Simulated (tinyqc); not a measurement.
# Hole mobility in a silicon inversion layer, empirical terms and Matthiessen rule: effect of the charge at the interface

Inversion layer of sheet density Ns on a uniformly doped body. The mobility terms are empirical power laws with prefactors chosen for the exercise; adding their inverses (Matthiessen) is itself an approximation.

ni = sqrt(Nc Nv) exp(-Eg/(2 Vt)), Eg in volts; Ndep = sqrt(2 eps0 eps_r Nb (2 Vt ln(Nb/ni) + Vsb)/q); E = q (Ndep + eta Ns)/(eps0 eps_r), in MV/cm. With t = T/(300 K): muC = Ac (Ns/1e12 cm^-2) t/(Nb/1e17 cm^-3 + Nit/1e11 cm^-2), muP = Ap E^(-1/3) t^(-1.75), muS = As E^(-gs); 1/mu is the sum of the inverses.

Values chosen for this exercise; material values close to those of silicon: temperature T = 273 K; band gap Eg = 1.13 eV; relative permittivity of the semiconductor eps_r = 11.8; conduction-band density of states at T Nc = 2.41e19 cm^-3; valence-band density of states at T Nv = 2.3e19 cm^-3; body doping Nb = 1.8e18 cm^-3; reverse body bias Vsb = 1 V; weight of the inversion charge in the effective field eta = 0.3333; phonon-limited mobility at 1 MV/cm and 300 K Ap = 133 cm^2/(V s); roughness-limited mobility at 1 MV/cm As = 536 cm^2/(V s); exponent of the roughness term gs = 1; Coulomb prefactor Ac = 1800 cm^2/(V s); inversion density Ns = 9.3e11 cm^-2.

Constants: q = 1.602176634e-19 C, kB = 1.380649e-23 J/K, Vt = kB T/q, eps0 = 8.8541878128e-14 F/cm where lengths are in cm. Results are converted to the units shown.

The same in every row: E (MV/cm) = 1.101; muP (cm^2/(V s)) = 151.9; muS (cm^2/(V s)) = 487.0.

Effect of the charge at the interface:

| Nit (cm^-2) | muC (cm^2/(V s)) | mu (cm^2/(V s)) |
|---|---|---|
| 1e10 | 84.16 | 48.74 |
| 3.2e10 | 83.15 | 48.40 |
| 1e11 | 80.18 | 47.38 |
| 3.2e11 | 71.86 | 44.34 |
| 1e12 | 54.41 | 37.01 |
| 3.2e12 | 30.47 | 24.12 |
| 1e13 | 12.91 | 11.61 |

What does the table show?

As Nit goes from 1e10 to 1e13 cm^-2, E stays at 1.10 MV/cm and mu falls from 48.7 to 11.6 cm^2/(V s). The Coulomb term is the smallest in the first and the last row.

tinyqc, about 0.01 s, one thread, Intel Xeon 2.30GHz (shared host): `OMP_NUM_THREADS=1 python tinyqc.py 2510063 2510064 out.jsonl`
